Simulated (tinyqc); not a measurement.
## Undoped symmetric double-gate MOSFET, analytic potential model: effect of the temperature

An undoped body of thickness ts between two equal insulators and tied gates; long channel, electrons only, n = ni exp((psi - V)/Vt) with V the quasi-Fermi potential (0 at the source, Vd at the drain), constant mobility, no quantisation. Across the body psi(x) = V - 2 Vt ln[(ts/(2 beta)) sqrt(q ni/(2 eps0 eps_r Vt)) cos(2 beta x/ts)], x from the centre. Q is the electron charge per area of the whole body.

Nc and Nv are given at 293 K and scale as (T/293 K)^1.5; Eg and mu are held fixed. ni = sqrt(Nc Nv) exp(-Eg/(2 Vt)), Eg in volts; r = eps_r tox/(eox ts); V0 = dphi + 2 Vt ln[(2/ts) sqrt(2 eps0 eps_r Vt/(q ni))]. beta (between 0 and pi/2) solves (Vg - V0 - V)/(2 Vt) = ln(beta) - ln(cos beta) + 2 r beta tan(beta). Q = 8 eps0 eps_r Vt beta tan(beta)/ts; I = mu (1/L)(4 eps0 eps_r/ts)(2 Vt)^2 [g(beta_s) - g(beta_d)] per width, g = beta tan(beta) - beta^2/2 + r beta^2 tan^2(beta), with beta_s at V = 0 and beta_d at V = Vd.  I(low) is taken at Vg = 0.13 V, Qs and I(high) at Vg = 0.88 V.

Inputs (values chosen for the exercise); material values close to those of silicon: band gap Eg = 1.1 eV; relative permittivity of the semiconductor eps_r = 11.5; conduction-band density of states at the reference temperature Nc = 2.71e19 cm^-3; valence-band density of states at the reference temperature Nv = 2.51e19 cm^-3; relative permittivity of the gate insulator eox = 8.82; insulator thickness tox = 6.2 nm; body thickness ts = 15 nm; gate work function less that of the intrinsic body dphi = -0.07 V; channel mobility mu = 120 cm^2/(V s); gate length L = 1 um; drain voltage Vd = 0.5 V.

Constants: q = 1.602176634e-19 C, kB = 1.380649e-23 J/K, Vt = kB T/q, eps0 = 8.8541878128e-14 F/cm where lengths are in cm. Results are converted to the units shown.

Effect of the temperature:
```
T (K),V0 (V),I(low) (nA/um),Qs(high) (nC/cm^2),I(high) (uA/um)
220,0.4103,8.904e-5,968.2,26.22
250,0.3994,0.001123,978.7,27.19
280,0.3883,0.008502,990.7,28.22
310,0.3771,0.04463,1004,29.28
340,0.3658,0.1786,1018,30.39
370,0.3544,0.5807,1033,31.52
400,0.3429,1.605,1049,32.69
430,0.3313,3.893,1066,33.87
```

As T goes from 220 to 430 K, I(low) rises from 8.90e-5 to 3.89 nA/um and I(high) rises from 26.2 to 33.9 uA/um. V0 falls from 0.410 to 0.331 V. In every row the surface density at the source at the higher gate voltage passes 0.3 Nc, where Boltzmann statistics fail. In every row the mobility is held fixed, though a real one changes with T.

tinyqc, about 0.02 s, one thread, Intel Xeon 2.30GHz (shared host): `OMP_NUM_THREADS=1 python tinyqc.py 2440069 2440070 out.jsonl`
